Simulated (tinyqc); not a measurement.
## Cap thickness from the capacitance plateau

Question. With only the buried channel on, 1/C = 1/Cox + (tc + zc)/(eps0 eps_r), Cox = eps0 eox/tox. Find tc and the oxide-equivalent thickness 3.9 eps0/C.

Parameters, values chosen for the exercise; band and dielectric values close to those of silicon:
```
symbol  value  unit                                                                 meaning
eps_r    11.8                                                         relative permittivity
eox       3.9        relative permittivity of the gate insulator (close to silicon dioxide)
tox       1.2    nm                                                     insulator thickness
zc        0.8    nm                    depth of the hole centroid below the top of the SiGe
```

Constants: eps0 = 8.8541878128e-14 F/cm where lengths are in cm. Results are converted to the units shown.

plateau of C/Cox with only the buried channel on = 0.48861284

Solution. The cap and the centroid act as a second capacitor in series with the insulator.

tc = 3.00 nm
equivalent thickness = 2.46 nm

Program tinyqc, `OMP_NUM_THREADS=1 python tinyqc.py 2042101 2042102 out.jsonl`; Intel Xeon 2.30GHz, shared host, one thread, about 0.03 s.
